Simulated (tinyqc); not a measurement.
Inside a calculation: three-level Kane dispersion of a narrow-gap semiconductor. Values are carried at full precision from step to step, so a last printed digit may differ when a step is redone from the rounded ones.

Zero of energy at Gamma8, c = hbar^2/2m0, P^2 = Ep c. The free-electron term and remote bands are left out, so the heavy holes are flat at E = 0 and the other three bands obey E (E - Eg)(E + Dso) = P^2 k^2 (E + 2 Dso/3). The conduction band is the highest root; its edge is Ec = max(Eg, 0).

Constants: hbar^2/2m0 = 3.80998211 eV angstrom^2; hbar = 6.58211957e-16 eV s; e^2/(4 pi eps0) = 14.39964547 eV angstrom; muB = 5.788381798e-05 eV/T.

Inputs chosen for the exercise (near those of InAs; shifted at random, so the results belong to these values and not to a real crystal): Eg = 0.432 eV (E(Gamma6) - E(Gamma8)); Dso = 0.38 eV (spin-orbit splitting); Ep = 22.6 eV (Kane energy); k = 0.006 1/angstrom (wave vector); n = 1.3e+17 cm^-3 (electron density); eps = 12.6 (high-frequency dielectric constant); B = 5 T (magnetic field).

## The three bands at one k

Expand the equation into E^3 + a2 E^2 + a1 E + a0 = 0 and give its roots; compare with the two-level form (Dso to infinity) E = Eg/2 +/- sqrt(Eg^2/4 + (2/3) P^2 k^2).

P^2 k^2 = 0.003100 eV^2

a2, a1, a0: -0.052000  -0.167260  -0.000785

roots (eV): -0.3813  -0.0047  0.4380

two-level form (eV): -0.0047  0.4367

The two-level form misses the highest root by -1.2 meV. The order is normal: Gamma6 forms the conduction band.

## Mass at the edge and limiting velocity

m0* = Eg (Eg + Dso)/(Ep (Eg + 2 Dso/3)). In the two-level form the velocity tends to v = sqrt(2/3) P/hbar, and |Eg| = 2 m v^2 with m = 3 |Eg|/(2 Ep), as for a relativistic particle. 1 angstrom = 1e-10 m.

m0* = 0.02265 m0
P = 9.2793 eV angstrom
v = 1.151e+06 m/s
k at which the linear part sets in, |Eg|/(2 hbar v) = 0.02851 1/angstrom

## Fermi level and mass at a given density

Degenerate electrons at T = 0: kF = (3 pi^2 n)^(1/3), 1 cm^-3 = 1e-24 angstrom^-3; EF is the highest root at kF. The momentum (cyclotron, optical) mass is m(E) = hbar^2 k/(dE/dk) = c d(k^2)/dE with d(k^2)/dE = k^2 [1/E + 1/(E - Eg) + 1/(E + Dso) - 1/(E + 2 Dso/3)]; the density of states is k d(k^2)/dE/(2 pi^2).

Edge mass m0* = Eg (Eg + Dso)/(Ep (Eg + 2 Dso/3)).

Compare EF - Ec with the parabolic value c kF^2/m0*.

kF = 0.01567 1/angstrom
EF - Ec = 0.0383 eV
parabolic value = 0.0413 eV
m(EF) = 0.02625 m0
m(EF)/m0* = 1.159
density of states at EF = 5.470e+18 1/(eV cm^3)

The parabola overstates EF - Ec by a factor of 1.08; (EF - Ec)/|Eg| = 0.09, and the two-level rule 1 + 2 (EF - Ec)/|Eg| = 1.177 estimates the mass ratio.

## Plasma and cyclotron energies

hbar wp = sqrt(8 pi c (e^2/4 pi eps0) n/(eps m)), hbar wc = 2 muB B/m (classical limit), with m = m(EF) and, for comparison, the edge mass; n in angstrom^-3.

hbar wp with m(EF), with m0* (meV): 23.28  25.06

hbar wc with m(EF), with m0* (meV): 22.05  25.56

hbar wc is not small against EF - Ec = 38.3 meV, so fewer than ten Landau levels are filled and the classical value is only a guide.

## Checks

- Roots of the cubic against the 8 x 8 Kane matrix without remote terms: they agree to 1e-10 or better.
- m(E) near the edge against m0*: both 0.02265.

tinyqc: `OMP_NUM_THREADS=1 python tinyqc.py 1081331 1081332 out.jsonl`; about 0.01 s, one thread, shared Intel(R) Xeon(R) Processor @ 2.30GHz.
